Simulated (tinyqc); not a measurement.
Size effects in the resistivity of thin metal films and interconnect lines: one step, computed by the program tinyqc. Command: `OMP_NUM_THREADS=1 python tinyqc.py 3009883 3009884 out.jsonl size walk`. One thread of a shared host (Intel(R) Xeon(R) Processor @ 2.30GHz), about 0.01 s of CPU time with the checks.

Electrons lose their drift at surfaces (a share 1 - p of the hits) and at grain boundaries (reflection R), besides bulk scattering.

Task: Resistivity of the film. Both together (Mayadas-Shatzkes film): rho_b/rho = (rho_b/rho of the grains alone) - (6/(pi kappa))(1 - p) int_0^(pi/2) dphi int_0^1 ds (cos^2 phi/H^2)(s - s^3)(1 - exp(-kappa H/s))/(1 - p exp(-kappa H/s)), H = 1 + alpha/(cos phi sqrt(1 - s^2)), 40 x 80 Gauss-Legendre points. Sheet resistance rho/h; additive estimate rho_b (f_surface + f_grain - 1).

Inputs (values chosen for the exercise, modelled on ruthenium): bulk resistivity rho_b = 8.04 microohm cm; specularity p = 0; film thickness h = 47 nm.

Geometry: film.

rho/rho_b from grains = 1.133665

alpha = 0.09156695

kappa = h/lambda = 7.275542

rho/rho_b from surfaces = 1.054341

Give: resistivity rho; sheet resistance; additive estimate; error of the additive estimate.

Result:

resistivity rho = 9.54 microohm cm

sheet resistance = 2.03 ohm

additive estimate = 9.55 microohm cm

error of the additive estimate = 0.149 %

Adding the two excesses (Matthiessen's rule) is 0.1 % high.
